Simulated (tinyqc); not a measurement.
Inside a calculation. Model: spin coating of a resist or spin-on film: centrifugal thinning, evaporation and the final thickness (Emslie and Meyerhofer models). Computed by tinyqc, a small Python program that keeps every step. Command: `OMP_NUM_THREADS=1 python tinyqc.py 3110055 3110056 out.jsonl spincoat walk`. One thread of a shared host (Intel(R) Xeon(R) Processor @ 2.30GHz), about 0.09 s of CPU time with the checks. Intermediate numbers are printed to about 7 digits and carried at full precision; extremes and crossings named in words are read from the listed rows.

A Newtonian film stays uniform over the wafer; solvent and solids have the same density and the concentration is uniform through the thickness.

Inputs (values chosen for the exercise, of the order of those of a polymer resist in an ester solvent):
```
quantity                                 value          unit
solids volume fraction c0                0.059             -
kinematic viscosity of the solvent nu_s    2.5        mm^2/s
viscosity constant k                      4200        mm^2/s
viscosity exponent gamma                     2             -
spin speed f                              2500           rpm
evaporation rate at 1000 rpm e0           0.44  micrometre/s
starting thickness h0                      300    micrometre
time t                                     6.9             s
wafer radius R                             150            mm
shrinkage in the bake                      1.7             %
```

## Rates

omega = 2 pi f/60; nu(c) = nu_s + k c^gamma; evaporation rate e = e0 sqrt(f/1000 rpm). Flow constant K = 2 omega^2/(3 nu(c0)); Reynolds number of the air omega R^2/nu_air with nu_air = 15 mm^2/s.

omega = 261.7994 1/s

nu(c0) = 17.1202 mm^2/s

evaporation rate e = 0.6957011 micrometre/s

flow constant K = 0.002668930 1/(micrometre^2 s)

Reynolds number of the air = 392699.1

Caution: above a Reynolds number of about 3e5 the air flow near the rim turns turbulent, and evaporation is no longer uniform.

## Thinning without evaporation

dh/dt = -K h^3 gives h = h0/sqrt(1 + 2 K h0^2 t); for long times h = 1/sqrt(2 K t).

h(t) without evaporation = 5.209864 micrometre

long-time form = 5.210650 micrometre

time 1/(2 K h0^2) = 0.002081567 s

The long-time form is within 0.015 %: the starting thickness is forgotten.

## The two-stage estimate

Meyerhofer estimate: flow rules until (1 - c0) K h^3 = e, then evaporation alone: h_w = (e/((1 - c0) K))^(1/3), dry film c0 h_w.

wet thickness h_w = 6.518765 micrometre

dry film, estimate = 384.6071 nm

drying time (1 - c0) h_w/e = 8.817231 s

## First explicit step of the full model

Solids s and liquid l per area start at s = c0 h0, l = (1 - c0) h0. With h = h0 and c = c0: Q = K h^3, K = 2 omega^2/(3 nu); one Euler step of length dt = 0.01 h0/Q for s and l, ds/dt = -c Q, dl/dt = -(1 - c) Q - e.

Q = 72061.11 micrometre/s

dt = 4.163133e-05 s

s = 17.523 micrometre

l = 279.4770 micrometre

Q/e at the start = 103580.6

## The full model

Full model for solids s and liquid l per area, h = s + l, c = s/h: ds/dt = -c Q, dl/dt = -(1 - c) Q - e, Q = 2 omega^2 h^3/(3 nu(c)); integrated adaptively (relative tolerance 1e-9) until l = 0. Dry film = s at l = 0, before the bake; film after the bake = s x (1 - shrinkage).

time to dry = 11.57390 s

dry film = 440.3879 nm

film after the bake = 432.9013 nm

## Course in time

Times are fractions of the time to dry.

History:
```
fraction     t (s)  h (micrometre)          c  nu (mm^2/s)           Q/e    s (nm)
0.003      0.03472        71.34200  0.0590139      17.1271  1.392436e+03  4210.172
0.010      0.11574        39.86123  0.0590807      17.1602  2.424108e+02  2355.030
0.030      0.34722        23.11662  0.0594144      17.3263  4.682644e+01  1373.459
0.100      1.15739        12.56498  0.0615643      18.4187  7.073769e+00   773.554
0.200      2.31478         8.67319  0.0666269      21.1444  2.026580e+00   577.868
0.350      4.05086         6.14195  0.0788071      28.5844  5.323699e-01   484.030
0.500      5.78695         4.57184  0.0990602      43.7143  1.435731e-01   452.887
0.700      8.10173         2.86316  0.1542763     102.4649  1.504482e-02   441.718
0.900     10.41651         1.24564  0.3535618     527.5249  2.406318e-04   440.409
```

Q/e drops below 1 between t = 2.3 and 4.1 s, when c has risen from 0.059 to about 0.079; after that row the solids fall by a further 9 %. The full model gives 1.15 times the two-stage estimate.

## Spin curve

The formulas are those given above.

Dry film against speed:
```
f (rpm)  full model (nm)  estimate (nm)  time to dry (s)
500             984.6858       860.0076         57.82686
1000            696.3039       608.1172         28.92680
1500            568.5350       496.5256         19.28748
2000            492.3677       430.0038         14.46671
3000            402.0178       351.0967          9.64521
4000            348.1581       304.0586          7.23418
6000            284.2702       248.2628          4.82297
```

The full thickness goes as f^-0.500; the estimate as (e/omega^2)^(1/3) = f^(-1/2). The time to dry goes as f^-1.00. A thickness window of 1 % allows a speed error of about 2 %.

Checks made by the program: constant-viscosity run against c0 h0 exp(-int K h^2 dt) (relative difference 1e-05).
